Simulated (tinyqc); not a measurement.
# Van der Pauw, Hall and four-point-probe measurements on a doped layer, step by step

Program tinyqc, `OMP_NUM_THREADS=1 python tinyqc.py 2850223 2850224 out.jsonl`; Intel Xeon 2.30GHz, shared host, one thread, about 0.01 s. Printed values are rounded.

A uniform n-type layer with sheet resistance Rs = 1/(q ns mu), point contacts, low field (mu B small).

Parameters, values chosen for the exercise:
```
symbol   value        unit                                                      meaning
ns      2.5e15       cm^-2                                   sheet density of the layer
mu          90  cm^2/(V s)                                               drift mobility
rH         0.8                                                              Hall factor
B         0.55           T                                               magnetic field
I          100          uA                                                      current
ar        1.63              side ratio a/b of a rectangular sample with corner contacts
t          190          nm                                       thickness of the layer
```

Constants: q = 1.602176634e-19 C. Results are converted to the units shown.

## Resistances and Hall voltage

Rs = 1/(q ns mu). For a rectangle with contacts at the corners, RA = (8 Rs/pi) sum_(k>=0) ln coth((2k + 1) pi a/(2 b)) with current along a short side b and voltage along the opposite one, RB the same with a and b exchanged; Hall voltage VH = rH B I/(q ns), negative for electrons.

Rs = 27.7400 ohm/square
RA = 0.843654 ohm
RB = 21.1526 ohm
VH = -0.0109851 mV

RB/RA = 25.1; for a square both equal Rs ln 2/pi = 6.12 ohm.

## Starting value

z = 2 ln 2/(pi (RA + RB)), exact for RA = RB.

z at the start = 20.0612 mS

## Iteration 1: new z

The van der Pauw equation exp(-pi RA z) + exp(-pi RB z) = 1 is solved for z = 1/Rs: e1 = exp(-pi RA z), e2 = exp(-pi RB z), f = e1 + e2 - 1, f' = -pi (RA e1 + RB e2), z(new) = z - f/f'.

e1 = 0.948218
e2 = 0.263652
f = 0.211871
f' = -0.0200336 kohm
z after iteration 1 = 30.6370 mS

## Iteration 2: new z

As before.

e1 = 0.922008
e2 = 0.130561
f = 0.0525698
f' = -0.0111199 kohm
z after iteration 2 = 35.3646 mS

## Course of the iteration

Stop when the step is below 1e-10 mS, or after 40 iterations.

Course of the iteration:
```
iteration  z before the step (mS)  step (mS)
1                         20.0612       10.6
2                         30.6370       4.73
3                         35.3646      0.673
4                         36.0377     0.0113
5                         36.0490    3.07e-6
6                         36.0490    < 1e-11
```

Converged in 6 iterations.

## Sheet density, mobility and bulk values

converged z = 36.0490 mS

Rs = 1/z; Hall sheet density B I/(q |VH|); Hall mobility |VH|/(Rs B I); true values ns = rH times the Hall density, mu = Hall mobility/rH; bulk density ns/t, resistivity Rs t; correction factor F = Rs/[(pi/ln 2)(RA + RB)/2].

Rs = 27.7400 ohm/square
Hall sheet density = 3.125e15 cm^-2
Hall mobility = 72 cm^2/(V s)
ns = 2.5e15 cm^-2
mu = 90 cm^2/(V s)
bulk density = 1.31579e20 cm^-3
resistivity = 5.27061e-4 ohm cm
F = 0.556500

Taking the mean of RA and RB without F would overstate Rs by 80 %.
